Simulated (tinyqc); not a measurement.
Doping level: carrier statistics of a doped semiconductor with parabolic bands.

Eg(T) = Eg0 - al T^2/(T + be); m_de = Mv^(2/3) (ml mt^2)^(1/3); m_dh = (mhh^(3/2) + mlh^(3/2))^(2/3); Nc and Nv from N = 2 (m kB T/(4 pi c))^(3/2) with c = hbar^2/2m0, in 1/angstrom^3; times 1e24 for 1/cm^3.

Energies are counted from Ev, so Ec = Eg. n = Nc F_1/2((EF - Eg)/kT), p = Nv F_1/2(-EF/kT), ND+ = ND/(1 + 2 exp((EF - Eg + ED)/kT)), NA- = NA/(1 + 4 exp((EA - EF)/kT)); neutrality asks p + ND+ = n + NA-. F_j(eta) = (1/Gamma(j + 1)) integral_0^infinity x^j dx/(1 + exp(x - eta)), which tends to exp(eta) for eta << 0.

Constants: hbar^2/2m0 = 3.80998211 eV angstrom^2; kB = 8.617333262e-05 eV/K.

Parameters, chosen for this exercise (near those of SiC; the results hold for these values, not for the real material):

| symbol | value | unit | meaning |
|---|---|---|---|
| Eg0 | 3.279 | eV | gap at 0 K |
| al | 0.000662 | eV/K | Varshni alpha |
| be | 1316 | K | Varshni beta |
| ml | 0.326 | m0 | longitudinal electron mass |
| mt | 0.424 | m0 | transverse electron mass |
| Mv | 3 |  | equivalent valleys |
| mhh | 1.01 | m0 | heavy-hole mass |
| mlh | 0.46 | m0 | light-hole mass |
| ED | 0.0613 | eV | donor level below Ec |
| EA | 0.195 | eV | acceptor level above Ev |
| T | 250 | K |  |

Only donors are present (NA = 0); eta is the distance of EF beyond the conduction edge in units of kT.

Neutral state:

| ND (1/cm^3) | EF (eV) | majority (1/cm^3) | ionised share | eta |
|---|---|---|---|---|
| 1.0e+14 | 2.9975 | 1.00e+14 | 1.000 | -11.84 |
| 1.0e+15 | 3.0471 | 9.98e+14 | 0.998 | -9.54 |
| 1.0e+16 | 3.0962 | 9.76e+15 | 0.976 | -7.26 |
| 1.0e+17 | 3.1423 | 8.29e+16 | 0.829 | -5.12 |
| 1.0e+18 | 3.1796 | 4.63e+17 | 0.463 | -3.39 |
| 3.0e+18 | 3.1943 | 9.08e+17 | 0.303 | -2.70 |
| 1.0e+19 | 3.2093 | 1.78e+18 | 0.178 | -2.01 |
| 3.0e+19 | 3.2224 | 3.16e+18 | 0.105 | -1.40 |

The impurity level lies at 3.1913 eV. The ionised share falls from 1.000 to 0.105 as EF passes through it between 1e+18 and 3e+18 1/cm^3 (share 1/3 there); it is below one half from 1e+18 1/cm^3 on. Over the last two rows the doping grows threefold and the majority density by a factor 1.78. EF comes within 3 kT of the majority band edge from 3e+18 1/cm^3 on. Above roughly 9e+18 1/cm^3 (N^(1/3) a = 0.26, with the radius a = sqrt(c/(m E)) from the ionisation energy E and the mass (ml mt^2)^(1/3)) the levels merge with the band and real ionisation is complete; sharp levels then overstate freeze-out.

Computed by tinyqc, a small Python program: `OMP_NUM_THREADS=1 python tinyqc.py 1682579 1682580 out.jsonl` (the numbers bound the seed that draws the inputs); one thread of a shared host (Intel(R) Xeon(R) Processor @ 2.30GHz), about 0.01 s for the whole set of steps.
